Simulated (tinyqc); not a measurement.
# Thermoelectric coefficients with electrons and holes, Landauer integrals: what changes with what

Bulk parabolic band, x = (E - Ec)/kB T, C = hbar^2/(2 m0), kB T in eV. Modes per area gv m kB T x/(4 pi C) times the back-scattering length l0 x^rr give the transport function s0 X(x), s0 = (2 q^2/h) gv m kB T l0/(4 pi C), X = x^(1 + rr). Holes have the same form with the prefactor bb s0 and the reduced level -eta - xg in place of eta. I_k = int X (x - eta)^k w dx, w = 1/(4 cosh^2((x - eta)/2)).

Inputs (values chosen for the exercise):
```
symbol  value     unit                                                meaning
T         500        K                                            temperature
m       0.063       m0                                     mass of one valley
gv          2                                                         valleys
l0        9.6       nm                        back-scattering length at x = 1
rr        0.5                                  energy exponent of that length
kL        2.8  W/(m K)                           lattice thermal conductivity
eta        -3                              reduced Fermi level (EF - Ec)/kB T
xg        2.4                                                   gap over kB T
bb       0.22           ratio of the hole prefactor to the electron prefactor
```

Constants: q = 1.602176634e-19 C, kB = 1.380649e-23 J/K, hbar = 1.054571817e-34 J s, h = 6.62607015e-34 J s, m0 = 9.1093837015e-31 kg, Vt = kB T/q, hbar^2/(2 m0) = 0.0380998212 eV nm^2. Results are converted to the units shown.

Each table varies one quantity; the others keep the values above.

## Effect of the Fermi level

sigma = s0 I_0, S = -(kB/q) I_1/I_0, Lorenz number L = (kB/q)^2 [I_2/I_0 - (I_1/I_0)^2], kappa_e = L sigma T. With both bands: sigma = sigma_n + sigma_p, S = (sigma_n S_n + sigma_p S_p)/sigma with S_p = +(kB/q) I_1/I_0 of the holes, and kappa_e is the sum of L sigma T of both bands and the bipolar term sigma_n sigma_p (S_p - S_n)^2 T/sigma. Power factor S^2 sigma, ZT = S^2 sigma T/(kappa_e + kL). The integrals are converged.

Results:

| eta | sigma (S/cm) | S (uV/K) | kappa_e (W/(m K)) | power factor (mW/(m K^2)) | ZT |
|---|---|---|---|---|---|
| -4.4 | 71.022 | 131.16 | 0.10910 | 0.12218 | 0.020999 |
| -2 | 28.119 | -71.308 | 0.18102 | 0.014298 | 0.0023982 |
| -0.8 | 48.558 | -235.88 | 0.13743 | 0.27018 | 0.045989 |
| 0.4 | 117.93 | -211.33 | 0.14739 | 0.52664 | 0.089340 |
| 1.6 | 255.18 | -159.40 | 0.26798 | 0.64842 | 0.10567 |
| 2.8 | 462.53 | -120.37 | 0.48886 | 0.67015 | 0.10188 |
| 4 | 730.12 | -93.978 | 0.79560 | 0.64483 | 0.089669 |
| 5.2 | 1047.7 | -76.010 | 1.1734 | 0.60530 | 0.076167 |
| 6.4 | 1407.8 | -63.366 | 1.6101 | 0.56529 | 0.064090 |
| 7.6 | 1805.6 | -54.136 | 2.0966 | 0.52916 | 0.054034 |

Estimate the missing row, eta = -3.2.

Computed row:

| eta | sigma (S/cm) | S (uV/K) | kappa_e (W/(m K)) | power factor (mW/(m K^2)) | ZT |
|---|---|---|---|---|---|
| -3.2 | 38.524 | 116.97 | 0.13230 | 0.052708 | 0.0089874 |

With this row back in the table: sigma goes from 71.0 through a minimum of 28.1 (at eta = -2 among the rows listed) to 1810 S/cm, and S goes from 131 through a minimum of -236 (at eta = -0.8 among the rows listed) to -54.1 uV/K. Among the rows the power factor is largest at eta = 2.8 and ZT, 0.106, at eta = 1.6, where S = -159 uV/K. S changes sign inside the gap, where the electron and hole terms cancel.

## Effect of the gap

Same model as above.

Effect of the gap:

| xg | sigma (S/cm) | S (uV/K) | kappa_e (W/(m K)) | power factor (mW/(m K^2)) | ZT | bipolar kappa (W/(m K)) |
|---|---|---|---|---|---|---|
| 1 | 75.14 | 100.1 | 0.1742 | 0.07527 | 0.01265 | 0.09815 |
| 2.4 | 35.09 | 101.5 | 0.1423 | 0.03613 | 0.006141 | 0.1084 |
| 3.8 | 15.14 | 18.41 | 0.1193 | 5.134e-4 | 8.793e-5 | 0.1051 |
| 5.1 | 8.384 | -172.8 | 0.08068 | 0.02504 | 0.004346 | 0.07287 |
| 6.5 | 6.223 | -358.1 | 0.03789 | 0.07981 | 0.01406 | 0.03210 |
| 7.9 | 5.670 | -439.8 | 0.01627 | 0.1097 | 0.01947 | 0.01100 |
| 9.2 | 5.536 | -464.7 | 0.008873 | 0.1196 | 0.02129 | 0.003723 |
| 10.6 | 5.499 | -472.8 | 0.006231 | 0.1229 | 0.02190 | 0.001116 |
| 12 | 5.489 | -475.0 | 0.005434 | 0.1239 | 0.02207 | 3.273e-4 |

What does the comparison show?

S goes from 100 through a maximum of 101 (at xg = 2.4 among the rows listed) to -475 uV/K, the bipolar kappa goes from 0.0981 through a maximum of 0.108 (at xg = 2.4 among the rows listed) to 3.27e-4 W/(m K), and ZT goes from 0.0127 through a minimum of 8.79e-5 (at xg = 3.8 among the rows listed) to 0.0221. ZT is within 5 % of its last value from xg = 9.2 on among the rows.

Range of the model: Parabolic bands, elastic scattering and a fixed kL make these model figures, not those of a material.

Computed by the program tinyqc: `OMP_NUM_THREADS=1 python tinyqc.py 2800025 2800026 out.jsonl`, one thread of a shared Intel Xeon 2.30GHz, about 0.03 s for the whole run.
